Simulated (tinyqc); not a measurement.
Strength against creep resistance: grain growth, pinning, strength and diffusional creep of a polycrystal or thin film. Computed by tinyqc, a small Python program. Command: `OMP_NUM_THREADS=1 python tinyqc.py 3009628 3009629 out.jsonl grain walk`. One thread of a shared host (Intel(R) Xeon(R) Processor @ 2.30GHz), about 0.01 s of CPU time with the checks.

One mean grain size d describes the structure.

Inputs (values chosen for the exercise, for a model solid): atomic volume Omega = 15.85 angstrom^3; boundary energy gamma = 1.3 J/m^2; mobility prefactor M0 = 8.7e-07 m^4/(J s); activation energy of boundary motion Q_m = 5.35 eV; anneal temperature T = 3141 K; anneal time t = 13 s; initial grain size d0 = 57 nm; particle volume fraction f = 0.00093; particle radius r = 7.9 nm; film thickness h = 110 nm; surface energy gamma_s = 3.2 J/m^2; Hall-Petch slope k_y = 0.83 MPa m^0.5; lattice diffusion energy Q_l = 6.29 eV; boundary diffusion energy Q_b = 3.58 eV; lattice prefactor D0 = 9.5e-05 m^2/s; boundary prefactor delta D0b = 3.5e-15 m^3/s; applied stress sigma = 130 MPa; service temperature T_c = 1283 K.

Sample: thin film on a substrate.

Constants: k_B = 8.617333262e-05 eV/K; k_B = 1.380649e-23 J/K.

Method:
- M = M0 exp(-Q_m/(k_B T)). The driving pressure is 2 gamma/d. Zener pinning pressure 3 f gamma/(2 r) stops growth at d_Z = 4 r/(3 f). Grooves where boundaries meet the surface have the angle theta = arcsin(gamma/(2 gamma_s)) and are taken to stop growth at d_h = h/(2 theta), a few film thicknesses; the limit is 1/d_lim = 1/d_Z + 1/d_h.
- dd/dt = 2 M gamma (1/d - 1/d_lim) integrates to 2 M gamma t = d_lim (d0 - d) + d_lim^2 ln[(d_lim - d0)/(d_lim - d)]; without pinning d^2 = d0^2 + 4 M gamma t.
- Nabarro-Herring rate = 14 sigma Omega D_l/(k_B T d^2), D_l = D0 exp(-Q_l/(k_B T)); Coble rate = 14 pi sigma Omega delta D_b/(k_B T d^3), delta D_b = delta D0b exp(-Q_b/(k_B T)); they are equal at d_x = pi delta D_b/D_l.
- Hall-Petch term k_y/sqrt(d).

crossover size d_x = 5.11328e+06 micrometre

At T_c and sigma:
```
d (nm)  Hall-Petch term (MPa)  Nabarro-Herring (1/s)  Coble (1/s)  time to 1 % (s)
30                     4792.0             3.3682e-14   5.7408e-06       1.7419e+03
100                    2624.7             3.0314e-15   1.5500e-07       6.4515e+04
300                    1515.4             3.3682e-16   5.7408e-09       1.7419e+06
1000                    830.0             3.0314e-17   1.5500e-10       6.4515e+07
3000                    479.2             3.3682e-18   5.7408e-12       1.7419e+09
10000                   262.5             3.0314e-19   1.5500e-13       6.4515e+10
100000                   83.0             3.0314e-21   1.5500e-16       6.4514e+13
```

What does the comparison show, and why?

From 100 micrometre to 30 nm grains the Hall-Petch term grows 58 times, while the time to 1 % strain shrinks by 10.6 decades. Coble creep rules in 7 of the seven rows (d_x is a millimetre or more). Fine grains resist slip but creep fast. The Hall-Petch value at 30 nm is at the edge of that law, and in a film grains much larger than h lose atoms to the surfaces instead. Caution: sigma Omega is not small against k_B T, as the linear creep laws assume.

Extremes, crossings and ranges named in words are read from the listed rows.
